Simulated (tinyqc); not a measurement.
# Double-gate transistor, scale length and short-channel effects: what changes with what

A body of thickness ts between two insulators of thickness ti and two tied gates. Below threshold the potential that source and drain add obeys Laplace's equation and vanishes on the gate. Its lowest mode decays along the channel as exp(-k y); k is the smallest positive root of the matching condition at the interface, and the scale length is Lambda = pi/k.

Values chosen for this exercise; permittivities: semiconductor close to that of silicon, insulator close to that of hafnium oxide:
- T = 250 K (temperature)
- eps_r = 11.7 (relative permittivity of the semiconductor)
- ei = 22.9 (relative permittivity of the insulator)
- ti = 13 nm (insulator thickness)
- ts = 3.7 nm (body thickness)
- L = 83 nm (channel length)
- Vbi = 0.94 V (potential of the source)
- sT = 0.66 V (potential of the barrier top at threshold)
- Vds = 0.8 V (drain voltage)

Constants: q = 1.602176634e-19 C, kB = 1.380649e-23 J/K, Vt = kB T/q. Results are converted to the units shown.

Each table varies one quantity; the others keep the values above.

## Effect of the insulator thickness

k is the smallest positive root of f(k) = ei cos(k ti) cos(k ts/2) - eps_r sin(k ti) sin(k ts/2). Along the channel psi(y) = s + a exp(y/l) + b exp(-y/l) with psi(0) = Vbi, psi(L) = Vbi + Vds and l = 1/k = Lambda/pi; with A = Vbi - s, B = A + Vds, x = exp(-L/l): a = (B - A x) x/(1 - x^2), b = (A - B x)/(1 - x^2). The minimum is s + 2 sqrt(a b), at y = (l/2) ln(b/a). The long-channel potential follows the gate as s = sT + (Vg - VTL)/m, and the threshold VT is the gate voltage at which the minimum equals sT. Swing = m Vt ln 10/g at threshold, g = d(minimum)/ds = 1 - (b x + a)/((1 + x) sqrt(a b)). DIBL = [VT(0.05 V) - VT(Vds)]/(Vds - 0.05 V). sT and Vbi are held fixed; m = 1.

Results:

| ti (nm) | Lambda (nm) | L/Lambda | VT - VTL at Vds (mV) | DIBL (mV/V) | swing (mV/decade) |
|---|---|---|---|---|---|
| 4.3 | 10.64 | 7.801 | -0.005245 | 0.003127 | 49.61 |
| 5.6 | 13.19 | 6.295 | -0.05586 | 0.03331 | 49.61 |
| 9.5 | 20.93 | 3.966 | -2.177 | 1.299 | 49.85 |
| 12 | 25.91 | 3.203 | -7.301 | 4.370 | 50.42 |
| 16 | 33.90 | 2.448 | -24.79 | 14.95 | 52.32 |
| 21 | 43.90 | 1.891 | -64.07 | 39.21 | 56.47 |

Estimate the missing row, ti = 7.3 nm.

Computed row:

| ti (nm) | Lambda (nm) | L/Lambda | VT - VTL at Vds (mV) | DIBL (mV/V) | swing (mV/decade) |
|---|---|---|---|---|---|
| 7.3 | 16.55 | 5.015 | -0.4172 | 0.2489 | 49.65 |

With this row back in the table: As ti goes from 4.3 to 21 nm, Lambda rises from 10.6 to 43.9 nm, DIBL rises from 0.00313 to 39.2 mV/V and the swing rises from 49.6 to 56.5 mV a decade. On average Lambda goes as ti^(0.89). In every row the semiconductor is under 4 nm thick, where quantum confinement shifts the threshold.

## Effect of the drain voltage

Same model as above.

The same in every row: Lambda (nm) = 27.911; L/Lambda = 2.9738.

Effect of the drain voltage:

| Vds (V) | VT - VTL at Vds (mV) | DIBL (mV/V) | swing (mV/decade) |
|---|---|---|---|
| 0.2 | -6.9989 | 7.9950 | 50.586 |
| 0.35 | -8.0251 | 7.4183 | 50.629 |
| 0.5 | -8.9378 | 6.9738 | 50.676 |
| 0.65 | -9.7687 | 6.6151 | 50.724 |
| 0.8 | -10.537 | 6.3163 | 50.772 |
| 0.95 | -11.255 | 6.0616 | 50.818 |
| 1.1 | -11.932 | 5.8406 | 50.863 |

What does the comparison show?

As Vds goes from 0.2 to 1.1 V, Lambda stays at 27.9 nm, DIBL falls from 7.99 to 5.84 mV/V and the swing rises from 50.6 to 50.9 mV a decade. In every row the semiconductor is under 4 nm thick, where quantum confinement shifts the threshold.

## Effect of the body thickness

Same model as above.

Results:

| ts (nm) | Lambda (nm) | L/Lambda | VT - VTL at Vds (mV) | DIBL (mV/V) | swing (mV/decade) |
|---|---|---|---|---|---|
| 1.5 | 26.77 | 3.101 | -8.596 | 5.148 | 50.56 |
| 1.8 | 26.92 | 3.083 | -8.844 | 5.297 | 50.59 |
| 2.3 | 27.18 | 3.054 | -9.268 | 5.552 | 50.63 |
| 2.9 | 27.49 | 3.019 | -9.797 | 5.871 | 50.69 |
| 3.6 | 27.86 | 2.979 | -10.44 | 6.259 | 50.76 |
| 5.6 | 28.93 | 2.869 | -12.47 | 7.481 | 50.98 |

Estimate the missing row, ts = 4.5 nm.

Computed row:

| ts (nm) | Lambda (nm) | L/Lambda | VT - VTL at Vds (mV) | DIBL (mV/V) | swing (mV/decade) |
|---|---|---|---|---|---|
| 4.5 | 28.33 | 2.929 | -11.32 | 6.788 | 50.86 |

With this row back in the table: As ts goes from 1.5 to 5.6 nm, Lambda rises from 26.8 to 28.9 nm, DIBL rises from 5.15 to 7.48 mV/V and the swing rises from 50.6 to 51.0 mV a decade. On average Lambda goes as ts^(0.06). For ts = 1.5 to 3.6 nm the semiconductor is under 4 nm thick, where quantum confinement shifts the threshold.

tinyqc, about 0.01 s, one thread, Intel Xeon 2.30GHz (shared host): `OMP_NUM_THREADS=1 python tinyqc.py 2420167 2420168 out.jsonl`
